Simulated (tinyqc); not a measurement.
Self-heating of a transistor with one or more fingers, with temperature-dependent conductivity. From thermal resistance back to substrate thickness t. Computed by tinyqc, a small Python program. Command: `OMP_NUM_THREADS=1 python tinyqc.py 3029430 3029431 out.jsonl selfheat inv`. One thread of a shared host (Intel(R) Xeon(R) Processor @ 2.30GHz), about 0.1 s of CPU time with the checks.

N long parallel fingers lie on the top face of a slab whose bottom is held at T_0; the top is otherwise insulated, and heat flows in two dimensions. P in W/mm is 1000 P in W/m.

Inputs (values chosen for the exercise, modelled on gallium arsenide):
```
quantity                                      value        unit
conductivity at the base temperature kappa_0   38.4     W/(m K)
power per gate width P                         0.41        W/mm
fingers N                                         4           -
finger pitch s                                   40  micrometre
width of the heat source w                     0.67  micrometre
```

Power: fixed power.

Method. A line source of power P on the top face raises the top at distance x by (P/(pi kappa_0)) g(x), g(x) = -ln tanh(pi x/(4 t)) (the image sum for the slab). On a strip of width w the centre sees the mean of g over the strip, g_0 = 1 + ln(8 t/(pi w)) for w much below t. theta_i = (P/(pi kappa_0)) [g_0 + sum over j != i of g(|i - j| s)], with equal powers and constant conductivity; thermal resistance = largest theta/P.

Task: A run gave the result below. Find the substrate thickness t, known to lie between 210 and 340 micrometre.

thermal resistance = 110.1177 K mm/W

Result:

Each step takes the trial c = (a f_b - b f_a)/(f_b - f_a), f being the result less the target and a, b, c the logarithms of the listed values; c replaces end b, the old b replaces a if the sign of f changed, and otherwise f_a is halved.

Scan of the range:
```
substrate thickness t (micrometre)  thermal resistance (K mm/W)
210                                                     105.545
228                                                     108.217
247                                                     110.825
267                                                     113.369
290                                                     116.075
314                                                     118.683
340                                                     121.296
```

False position (Illinois rule, in the logarithm of the input) inside the bracket:
```
step    end a    end b    trial  thermal resistance (K mm/W)
1     228.000  247.000  241.695                      110.117
2     247.000  241.695  241.700                      110.118
3     247.000  241.700  241.700                      110.118
4     241.700  241.700  241.700                      110.118
```

Thermal resistance rises at every point of a 13-point scan of the range (every second point is shown), so one value fits; it is bracketed by 228 and 247. Answer: substrate thickness t = 241.7 micrometre.
